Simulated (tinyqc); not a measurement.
# p-type polysilicon, carrier trapping at grain boundaries: effect of the grain size

One-dimensional grains of size Lg, uniform ionised doping N, monovalent traps Qt at each boundary at a depth Et below (for electrons) or above (for holes) the band edge there, abrupt depletion of width W on each side of a boundary, Boltzmann statistics. xi is the distance from the band edge at the grain centre to the Fermi level. Trapped charge Qt/(1 + exp((xi + VB - Et)/Vt)) = 2 N W, barrier VB = q N W^2/(2 eps0 eps_r).

If the trap equation with xi = Vt ln(NB/N) has a root W < Lg/2, the grain is partly depleted; otherwise W = Lg/2 and the trap equation gives xi = Et - VB + Vt ln(Qt/(N Lg) - 1). N* = Qt/Lg. n0 = NB exp(-xi/Vt); mean density n0 (1 - 2 W/Lg) by charge balance in a partly depleted grain, and n0 (sqrt(pi)/2) erf(u)/u with u = sqrt(VB/Vt) in a fully depleted one; v = sqrt(kB T/(2 pi ms m0)); barrier resistivity Vt exp(VB/Vt)/(q fe n0 v Lg); grain resistivity (1 - 2 W/Lg)/(q n0 mug); effective mobility 1/(q mean density total resistivity). Rows with xi above 0.45 V, towards mid-gap, are left out, since the other carrier type is ignored.

Values chosen for this exercise; values of the order met in polycrystalline silicon: temperature T = 250 K; relative permittivity eps_r = 11.7; valence-band density of states at T NB = 2.02e19 cm^-3; trap density of a grain boundary Qt = 5e11 cm^-2; depth of the trap level from the majority band edge at the boundary Et = 0.3 eV; mass for thermionic emission ms = 0.38 m0; correction factor of the emission rate fe = 0.5; mobility inside the grains mug = 82 cm^2/(V s); doping N = 1.2e17 cm^-3.

Constants: q = 1.602176634e-19 C, kB = 1.380649e-23 J/K, m0 = 9.1093837015e-31 kg, Vt = kB T/q, eps0 = 8.8541878128e-14 F/cm where lengths are in cm. Results are converted to the units shown.

Result of one run:
columns A: Lg (nm); B: N/N*; C: depleted share 2 W/Lg; D: VB (V); E: xi (V); F: mean density (cm^-3); G: resistivity (ohm cm); H: effective mobility (cm^2/(V s))
```
A        B      C         D       E         F        G      H
10  0.2400  1.000  0.002320  0.3225  6.143e12  1.181e4  86.01
```

What becomes of these results when the grain size Lg is changed from 10 to 290 nm, all else the same?

Result of the changed run:
columns A: Lg (nm); B: N/N*; C: depleted share 2 W/Lg; D: VB (V); E: xi (V); F: mean density (cm^-3); G: resistivity (ohm cm); H: effective mobility (cm^2/(V s))
```
A        B       C        D       E         F       G      H
290  6.960  0.1435  0.04020  0.1104  1.028e17  0.6686  90.83
```

The whole series:
columns A: Lg (nm); B: N/N*; C: depleted share 2 W/Lg; D: VB (V); E: xi (V); F: mean density (cm^-3); G: resistivity (ohm cm); H: effective mobility (cm^2/(V s))
```
A         B        C         D       E         F        G      H
10   0.2400    1.000  0.002320  0.3225  6.143e12  1.181e4  86.01
17   0.4080    1.000  0.006704  0.3013  1.541e13     3184  127.2
31   0.7440    1.000   0.02229  0.2547  1.096e14    414.0  137.6
53    1.272   0.7854   0.04020  0.1104  2.575e16   0.8220  294.9
94    2.256   0.4428   0.04020  0.1104  6.686e16   0.7401  126.1
160   3.840   0.2602   0.04020  0.1104  8.878e16   0.6965  100.9
290   6.960   0.1435   0.04020  0.1104  1.028e17   0.6686  90.83
500   12.00  0.08325   0.04020  0.1104  1.100e17   0.6542  86.73
```

As Lg goes from 10 to 500, VB rises from 0.00232 to 0.0402 V, the resistivity falls from 11800 to 0.654 ohm cm and the effective mobility goes from 86.0 through a maximum of 295 (at Lg = 53 among the rows listed) to 86.7 cm^2/(V s). For Lg = 10, 17 VB is below Vt, where abrupt depletion and thermionic emission are rough. For Lg = 53 the grain is near the changeover between partial and full depletion, within a few Debye lengths, where both limits are rough. In every row the effective mobility exceeds mug, since drift through the depleted part of the grain is left out.

Numbers from tinyqc (`OMP_NUM_THREADS=1 python tinyqc.py 2830169 2830170 out.jsonl`; about 0.01 s on one thread of a shared Intel Xeon 2.30GHz).
